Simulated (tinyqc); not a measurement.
Hubbard chain of 6 sites, step by step. Computed by tinyqc, a small Python program that keeps every step. Settings: hopping = 1.81, U = 3.6, mixing = 0.2, iteration cap = 75. Command: `OMP_NUM_THREADS=1 python tinyqc.py 29331 29332 out.jsonl` (the two numbers bound the seeds that draw the settings). One thread of a shared host (Intel(R) Xeon(R) Processor @ 2.60GHz), about 0.3 s of CPU time with the checks. Later iterations appear only in the table of the cycle.

## Mean-field iteration 1

one-body matrix (hopping and site energies) (eV):
```
         1        2        3        4        5        6
1   0.0000  -1.8100   0.0000   0.0000   0.0000   0.0000
2  -1.8100   0.0000  -1.8100   0.0000   0.0000   0.0000
3   0.0000  -1.8100   0.0000  -1.8100   0.0000   0.0000
4   0.0000   0.0000  -1.8100   0.0000  -1.8100   0.0000
5   0.0000   0.0000   0.0000  -1.8100   0.0000  -1.8100
6   0.0000   0.0000   0.0000   0.0000  -1.8100   0.0000
```

U = 3.6000 eV

electrons, up and down: 3  3

mixing = 0.2000

n(up) at the start (a guess, not normalised): 1 0.5000, 2 0.5000, 3 0.5000, 4 0.5000, 5 0.5000, 6 0.5000

n(down) at the start (a guess): 1 0.5000, 2 0.5000, 3 0.5000, 4 0.5000, 5 0.5000, 6 0.5000

H(up) = T + U n(down), H(down) = T + U n(up); fill the lowest levels; n(new) = n + mixing (n(out) - n); E = tr T (rho up + rho down) + U sum n_up n_down of the output.

levels, up (eV): -1.4615  -0.4570  0.9945  2.6055  4.0570  5.0615

levels, down (eV): -1.4615  -0.4570  0.9945  2.6055  4.0570  5.0615

energy = -7.2481 eV

n(up) after iteration 1: 1 0.5000, 2 0.5000, 3 0.5000, 4 0.5000, 5 0.5000, 6 0.5000

n(down) after iteration 1: 1 0.5000, 2 0.5000, 3 0.5000, 4 0.5000, 5 0.5000, 6 0.5000

## Convergence

Each step fills the lowest levels of T + U n(other spin) and sets n(new) = n + mixing (n(out) - n); stop when output and input agree to 1e-8.

Course of the cycle:
```
iteration     E (eV)  largest |n(out) - n(in)|  mean |n_up - n_down|
1          -7.248132                  5.55e-16                0.0000
```

local moments n_up - n_down: 1 0.0000, 2 0.0000, 3 0.0000, 4 0.0000, 5 0.0000, 6 0.0000

Converged in 1 iterations. But random starts reach -7.35003 eV, so this is another stationary point, not the lowest one. Reruns (cap 100 unless said): mixing 0.5: converged in 1 to a higher stationary point (E = -7.24813); mixing 0.9: converged in 1 to a higher stationary point (E = -7.24813). Before convergence this energy mixes input and output and is not variational, so it may rise towards its limit.

## Exact diagonalisation (400 states)

Lowest levels of the sector, and the double occupancy of the lowest state.

lowest levels (eV): -8.2479  -7.1983  -6.0643  -5.7327  -5.4895  -5.2576

double occupancy per site = 0.1589

The mean-field solution above lies 0.9997 eV above the exact energy.

## The lowest level by Lanczos steps

From a random start vector (not printed): a_j = <q_j|H|q_j>, b_j = norm of the remainder after orthogonalising; the Ritz value is the lowest eigenvalue of the tridiagonal matrix of a and b so far.

Lanczos:
```
j   a_j (eV)  b_j (eV)  lowest Ritz value (eV)
1     1.7696    6.9167                1.769584
2     1.9915    6.7540               -5.037022
3     6.0148    7.4952               -6.983474
4     5.9918    7.2781               -7.749088
5     6.3701    6.4650               -8.092552
6     7.1703    6.0169               -8.205356
7     6.6977    6.1013               -8.234075
8     5.0777    6.2076               -8.242799
9     5.8559    6.0830               -8.245973
10    5.3436    6.3700               -8.247106
```
